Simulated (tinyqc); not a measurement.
Resistance of a source-drain extension with a graded tip: two steps of the calculation.

y runs along the channel, the gate covers y > 0. The doping is N0 for y < y0 and N0 10^(-(y - y0)/la) beyond, uniform over the depth xj. Sheet conductance s(y) = q mu(N) max(N - Nch, 0) xj + (for y > 0) ma Cox Vo, with mu(N) = u0 + (u1 - u0)/(1 + (N/Nr)^au) and Cox = eps0 eox/tox. Current is taken as one-dimensional; depletion of the tip, spreading and the contact are left out. The metallurgical junction lies at yj, where N = Nch.

Values chosen for this exercise; mobility law close to that of electrons in silicon:
```
symbol,value,unit,meaning
eox,25.1,,relative permittivity of the gate insulator (close to zirconium oxide)
tox,9.3,nm,insulator thickness
N0,1.8e20,cm^-3,active doping of the extension far from the gate
la,6.4,nm/decade,lateral abruptness
y0,-0.7,nm,position under the gate where the fall begins (gate edge at 0)
xj,9,nm,depth of the extension
Nch,7.8e17,cm^-3,channel doping
Vo,0.35,V,gate overdrive
ma,170,cm^2/(V s),mobility of the gate-induced layer
u1,1414,cm^2/(V s),mobility at low doping
u0,68.5,cm^2/(V s),mobility at high doping
Nr,9.2e16,cm^-3,reference doping
au,0.711,,exponent
Lg,45,nm,gate length
```

Constants: q = 1.602176634e-19 C, eps0 = 8.8541878128e-14 F/cm where lengths are in cm. Results are converted to the units shown.

Question 1. Sheet resistances and junction position. yj = y0 + la log10(N0/Nch); sheet resistance of the full extension 1/[q mu(N0)(N0 - Nch) xj] and of the gate-induced layer 1/(ma Cox Vo); metallurgical length Lg - 2 yj; ye is where the doped and the gate-induced conductances are equal.

Find: yj; sheet resistance of the extension; sheet resistance of the induced layer; metallurgical length; ye; N at ye.

Answer 1.

yj = 14.424 nm
sheet resistance of the extension = 518.58 ohm/square
sheet resistance of the induced layer = 7033.0 ohm/square
metallurgical length = 16.151 nm
ye = 7.5788 nm
N at ye = 9.1560e18 cm^-3

The gate takes over 6.85 nm before the junction, where N is still 11.7 times the channel doping.

Question 2. Resistance of the overlapped part. Midpoint rule on 12 equal steps from 0 to yj: R_ov = sum h/s(y), per width.

Find: y; N; doped conductance; sheet resistance; R_ov.

Answer 2.

y, point 0 to 11 (nm): [0.60101, 1.8030, 3.0051, 4.2071, 5.4091, 6.6112, 7.8132, 9.0152, 10.217, 11.419, 12.621, 13.823]
N, point 0 to 11 (cm^-3): [1.1272e20, 7.3143e19, 4.7463e19, 3.0799e19, 1.9986e19, 1.2969e19, 8.4156e18, 5.4610e18, 3.5437e18, 2.2995e18, 1.4922e18, 9.6828e17]
doped conductance, point 0 to 11 (uS): [1243.2, 835.38, 566.61, 388.39, 269.20, 188.49, 132.84, 93.447, 64.510, 42.156, 23.783, 7.6300]
sheet resistance, point 0 to 11 (ohm/square): [721.84, 1022.9, 1410.8, 1884.7, 2430.8, 3024.1, 3636.1, 4243.9, 4838.0, 5424.7, 6025.2, 6674.9]
R_ov = 49.690 ohm um

Computed by the program tinyqc: `OMP_NUM_THREADS=1 python tinyqc.py 2282262 2282263 out.jsonl`, one thread of a shared Intel Xeon 2.30GHz, about 0.03 s for the whole run.
